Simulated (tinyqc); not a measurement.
Worked calculation: time-domain thermoreflectance: layered heat flow under a modulated pulse train, and what the signal ratio measures. Computed by tinyqc, a small Python program that keeps every step. Command: `OMP_NUM_THREADS=1 python tinyqc.py 3113389 3113390 out.jsonl tdtr walk`. One thread of a shared host (Intel(R) Xeon(R) Processor @ 2.30GHz), about 0.1 s of CPU time with the checks. Intermediate numbers are printed to about 6 digits and carried at full precision; extremes and crossings named in words are read from the listed rows.

Pulses repeat at 80 MHz; heat is laid down at the surface, all layers are isotropic.

Inputs (values chosen for the exercise, modelled on aluminium on beta-Ga2O3):
```
quantity,value,unit
metal thickness d,120,nm
metal conductivity,160,W/(m K)
metal heat capacity,2.42,MJ/(m^3 K)
boundary conductance G under the metal,52,MW/(m^2 K)
substrate conductivity kappa,15.7,W/(m K)
substrate heat capacity C,3.29,MJ/(m^3 K)
modulation frequency f,5,MHz
"spot radius w (1/e^2, pump and probe)",4,micrometre
delay t,2000,ps
```

Stack: metal, substrate.

## Length and time scales

Penetration depth sqrt(kappa/(pi f C)); effusivity sqrt(kappa C); cooling time of the metal d C_m/G; Kapitza length kappa/G.

penetration depth = 0.551178 micrometre

effusivity = 7187.00 W s^(1/2)/(m^2 K)

cooling time of the metal = 5584.62 ps

Kapitza length = 301.923 nm

depth over spot radius = 0.137795

## Impedance at k = 0 and the modulation frequency

For radial wave number k and angular frequency W each layer has u = sqrt(4 pi^2 k^2 + i W C/kappa) and gamma = kappa u. Surface impedance from below: Z = 1/gamma for the substrate; a layer of thickness L maps Z to (Z + tanh(u L)/gamma)/(1 + gamma Z tanh(u L)); a boundary adds 1/G. Take k = 0 and W = 2 pi f.

Z of the substrate = 17.5534-17.5534i m^2 K/GW

Z at the surface = 25.8129-22.5756i m^2 K/GW

## Response at the modulation frequency

Response per absorbed watt H(W) = 2 pi int_0^(2/w) Z(k, W) exp(-pi^2 k^2 w^2) k dk by 20 Gauss-Legendre points.

H(2 pi f) = 0.493552-0.361467i K/mW

phase of H(2 pi f) = -36.2183 degrees

## Signal at one delay

Signal: X + iY = sum_(m = -M..M) H(2 pi (f + m f_r)) exp(i 2 pi m f_r t) exp(-pi (m/M)^2 x 4), f_r = 80 MHz, M = 4000, with H(-W) the complex conjugate of H(W); V_in = X, V_out = Y, ratio = -V_in/V_out.

V_in = 0.768634 K/mW

V_out = -0.365516 K/mW

ratio -V_in/V_out = 2.10287

## Ratio and sensitivities against delay

Sensitivity S = ln(ratio'/ratio)/ln(1.01) for a rise of one input by 1 %.

Ratio and sensitivities:
```
t (ps),ratio,S to kappa,S to G,S to d,S to C,S to w
100,3.08760,0.343137,0.119996,-0.614767,0.323497,-0.365883
200,2.96673,0.339702,0.103381,-0.744332,0.319900,-0.360413
400,2.83774,0.333675,0.076212,-0.709390,0.313767,-0.350842
800,2.61266,0.322006,0.030324,-0.640807,0.301844,-0.333764
1500,2.29147,0.303527,-0.033049,-0.540651,0.282791,-0.309072
2500,1.93958,0.281170,-0.100739,-0.427607,0.259365,-0.282141
4000,1.55631,0.254548,-0.173224,-0.299896,0.230668,-0.254211
```

The largest sensitivity in size at 100 ps is to d (-0.61). The sensitivity to G changes sign between 800 and 1500 ps, which helps to separate G from inputs whose sensitivity keeps its sign. kappa and C enter almost alike, through the effusivity. At 400 ps an error of 3 % in d passes on as 6 % in kappa.

Checks made by the program: steady rise of a bare substrate, 1/(2 sqrt(pi) w kappa), from the same quadrature (relative difference below 1e-10).
